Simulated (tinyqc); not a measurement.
Changing the Luttinger gamma_1: shallow acceptor in the spherical model (Baldereschi-Lipari), strong spin-orbit limit. Computed by tinyqc, a small Python program. Command: `OMP_NUM_THREADS=1 python tinyqc.py 3016454 3016455 out.jsonl acceptor sweep`. One thread of a shared host (Intel(R) Xeon(R) Processor @ 2.30GHz), about 0.03 s of CPU time with the checks.

The 1S(3/2) state has an s envelope f(r) and a d envelope g(r). In effective units they obey -(f'' + 2f'/r + 2f/r) + mu (g'' + 5g'/r + 3g/r^2) = E f and -(g'' + 2g'/r - 6g/r^2 + 2g/r) + mu (f'' - f'/r) = E g. The cubic term, the split-off band and the central cell are left out.

Inputs (values chosen for the exercise, modelled on GaP):
```
quantity                 value  unit
Luttinger gamma_2        0.504     -
Luttinger gamma_3         1.27     -
dielectric constant eps   11.1     -
spin-orbit gap Delta_so   78.1   meV
```

Constants: Ry = 13.605693123 eV; a_0 = 0.529177210903 angstrom.

Method:
- Ry* = Ry/(gamma_1 eps^2), a* = a_0 eps gamma_1, mu = (6 gamma_3 + 4 gamma_2)/(5 gamma_1), delta = (gamma_3 - gamma_2)/gamma_1; spherical masses 1/(gamma_1 (1 - mu)) (heavy) and 1/(gamma_1 (1 + mu)) (light).
- Basis: f_i = exp(-zeta_i r), g_i = r exp(-zeta_i r), weight r^2 dr, s = zeta_i + zeta_j. S_ff = 2/s^3, H_ff = zeta_i zeta_j S_ff - 2/s^2; S_gg = 24/s^5, H_gg = 8/s^3 + 24 zeta_i zeta_j/s^5 - 12/s^4; H(f_i, g_j) = mu (6 zeta_i^2/s^4 + 2 zeta_i/s^3); S_fg = 0. Each function is normalised by sqrt(S_ii).
- Large basis: zeta_i = 0.08 x 1.55^(i-1), i = 1..20 in each channel; overlap eigenvalues below 1e-11 are dropped.
- Binding energies are -E Ry*; the mass that fits is E(1S) eps^2/Ry.

One run for each value:
```
Luttinger gamma_1  1S(3/2) binding energy (meV)  d weight of 1S(3/2)      mu  Ry* (meV)
2.09                                      317.6               0.4104  0.9221      52.84
2.62                                       86.4               0.2483  0.7356      42.15
3.27                                       49.8               0.1548  0.5894      33.77
5.10                                       24.9               0.0617  0.3779      21.65
6.36                                       18.9               0.0394  0.3030      17.36
7.95                                       14.7               0.0251  0.2424      13.89
9.93                                       11.5               0.0160  0.1941      11.12
```

Give the missing row, Luttinger gamma_1 = 4.08.

Computed row:
```
Luttinger gamma_1  1S(3/2) binding energy (meV)  d weight of 1S(3/2)      mu  Ry* (meV)
4.08                                       34.0               0.0976  0.4724      27.07
```

Interpolating between the two neighbouring rows (linearly) misses most in d weight of 1S(3/2), by 16 %. Over the rows, 1S(3/2) binding energy (meV) falls from 318 to 11.5 (exponent d ln y / d ln x -5.8 between the first rows and -1.1 between the last); d weight of 1S(3/2) falls from 0.410 to 0.0160 (exponent d ln y / d ln x -2.2 between the first rows and -2.0 between the last); mu falls from 0.922 to 0.194 (exponent d ln y / d ln x about -1.0 throughout).

Caution (rows 2.09, 2.62, 3.27, 4.08): gamma_3 and gamma_2 differ by more than 0.17 gamma_1: band warping, left out here, adds several per cent to the binding. Caution (rows 2.09, 2.62, 3.27, 4.08, 5.10, 6.36): the binding exceeds a fifth of the spin-orbit gap Delta_so, so the split-off band, left out, matters. Caution (rows 2.09, 2.62): the orbit is only a few bond lengths wide, so central-cell terms matter.
